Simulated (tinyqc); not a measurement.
Inside a calculation. Method: plane-wave Kohn-Sham cycle with exchange-only LDA in a layered model solid. One step of it, computed by the program tinyqc.

Problem. Iteration 1: potential. V_H(G) = 4 pi rho(G)/G^2 for G != 0 (uniform background); v_x = -(3 rho/pi)^(1/3); V = V_ext + V_H + v_x; Fourier components f(G_m) = (1/N) sum_j f(x_j) exp(-i G_m x_j).

A solid whose potential varies along x alone (atomic units):
```
parameter                      value
period a                   10.500000
cross-section of the cell  24.000000
electrons per cell                 4
grid points                       16
plane waves -n..n, n               3
k points                           3
V1 in V1 cos(2 pi x/a)     -0.110000
V2 in V2 cos(4 pi x/a)      0.070000
```

density at the start, on the grid x_j = j a/N (e/bohr^3): 0.01587302  0.01587302  0.01587302  0.01587302  0.01587302  0.01587302  0.01587302  0.01587302  0.01587302  0.01587302  0.01587302  0.01587302  0.01587302  0.01587302  0.01587302  0.01587302

Give: Potentials on the grid; V(G_m), m = 0, 1, 2, ....

Solution.

Potentials on the grid (hartree):
```
x         V_ext     V_H      v_x        V
0.0000  -0.0400  0.0000  -0.2475  -0.2875
0.6562  -0.0521  0.0000  -0.2475  -0.2996
1.3125  -0.0778  0.0000  -0.2475  -0.3253
1.9688  -0.0916  0.0000  -0.2475  -0.3391
2.6250  -0.0700  0.0000  -0.2475  -0.3175
3.2812  -0.0074  0.0000  -0.2475  -0.2549
3.9375   0.0778  0.0000  -0.2475  -0.1697
4.5938   0.1511  0.0000  -0.2475  -0.0964
5.2500   0.1800  0.0000  -0.2475  -0.0675
5.9062   0.1511  0.0000  -0.2475  -0.0964
6.5625   0.0778  0.0000  -0.2475  -0.1697
7.2188  -0.0074  0.0000  -0.2475  -0.2549
7.8750  -0.0700  0.0000  -0.2475  -0.3175
8.5312  -0.0916  0.0000  -0.2475  -0.3391
9.1875  -0.0778  0.0000  -0.2475  -0.3253
9.8438  -0.0521  0.0000  -0.2475  -0.2996
```

V(G_m), m = 0, 1, 2, ... (hartree): -0.2475  -0.0550  0.0350  0.0000  0.0000  0.0000  0.0000
